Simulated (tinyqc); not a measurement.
Avalanche multiplication and breakdown of a junction from ionisation integrals: one step, computed by the program tinyqc.

Ionisation coefficients follow the local field. Position x runs through the depletion layer from the p side (x = 0), where electrons enter, to the n side (x = w), where holes enter. The built-in voltage is neglected.

Question. Coefficients at the critical field. alpha_n = a_n exp(-(b_n/F)^c), alpha_p = a_p exp(-(b_p/F)^c).

Inputs (values chosen for the exercise, modelled on InP):
```
quantity,value,unit
electron prefactor a_n,5.38e+06,1/cm
electron field b_n,3.16e+06,V/cm
hole prefactor a_p,2.13e+06,1/cm
hole field b_p,2.27e+06,V/cm
exponent c,1,-
```

Junction: one-sided abrupt n+p.

critical field F_m = 0.3121689 MV/cm

Give: alpha_n; alpha_p; ratio k = alpha_p/alpha_n; shorter ionisation length.

Answer.

alpha_n = 216.0 1/cm

alpha_p = 1480 1/cm

ratio k = alpha_p/alpha_n = 6.851

shorter ionisation length = 6.756 micrometre

Holes ionise more readily at the peak field.
